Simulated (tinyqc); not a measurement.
Inside a calculation. Method: UKS/LDA (PW92) in the sto-3g basis, for H3, spin multiplicity 2. Computed by tinyqc, a small Python program that keeps every step (integrals from PySCF). Settings: charge = 0, multiplicity = 2, basis = sto-3g, energy threshold = 1e-10, iteration cap = 74, orthogonalisation = canonical, start = core, DIIS depth = 6, DIIS from iteration = 3, damping = 0.3, method = UKS, functional = lda,pw, grid = [30, 14]. Command: `OMP_NUM_THREADS=1 python tinyqc.py 27109 27110 out.jsonl` (the two numbers bound the seeds that draw the settings). One thread of a shared host (Intel(R) Xeon(R) Processor @ 2.60GHz), about 5 s of CPU time with the checks.

Geometry (angstrom):
```
atom       x       y       z
H     0.0000  0.0000  0.0000
H     0.0000  0.0000  1.0770
H     0.0000  0.9330  0.5390
```

Stop when the energy changes by less than 1e-10 hartree and every element of the error matrix X^T (F D S - S D F) X (for each spin) is below 3e-06.

Course of the cycle:
```
iteration  E (hartree)     change  largest element of the error matrix
1            -1.358099          -                             8.83e-02
2            -1.349252   8.85e-03                             1.19e-01
3            -1.351691  -2.44e-03                             8.08e-02
4            -1.351704  -1.38e-05                             1.04e-01
5            -1.369646  -1.79e-02                             2.67e-02
6            -1.361120   8.53e-03                             6.15e-02
7            -1.352067   9.05e-03                             1.03e-01
8            -1.346494   5.57e-03                             1.26e-01
9            -1.342612   3.88e-03                             1.35e-01
10           -1.241293   1.01e-01                             2.66e-01
11           -1.349791  -1.08e-01                             4.14e-02
12           -1.343791   6.00e-03                             1.08e-01
13           -1.355245  -1.15e-02                             8.77e-02
14           -1.367521  -1.23e-02                             5.93e-02
...                ...        ...                                  ...
61           -1.355506   9.80e-03                             7.69e-02
62           -1.351905   3.60e-03                             8.64e-02
63           -1.350989   9.16e-04                             8.28e-02
64           -1.358017  -7.03e-03                             9.51e-02
65           -1.367901  -9.88e-03                             5.14e-02
66           -1.363819   4.08e-03                             5.73e-02
67           -1.360620   3.20e-03                             5.38e-02
68           -1.369558  -8.94e-03                             5.13e-02
69           -1.359147   1.04e-02                             8.40e-02
70           -1.356553   2.59e-03                             7.21e-02
71           -1.354492   2.06e-03                             7.51e-02
72           -1.373109  -1.86e-02                             2.73e-02
73           -1.366083   7.03e-03                             5.93e-02
74           -1.356973   9.11e-03                             9.15e-02
```

Can the last value be used, and what does the course show?

Not by the stop rule. Not converged within the cap of 74 iterations: the residual wanders without falling. Reruns (cap 100 unless said): DIIS 8: not converged; damping 0.5: not converged; level shift 0.5: converged in 78; atomic densities as start, DIIS 8: not converged; the original settings with a cap of 400: not converged. PySCF UKS in the same basis, fine grid, after a stability check = -1.236208 hartree, which differs from a converged run on this coarse grid by the grid error.
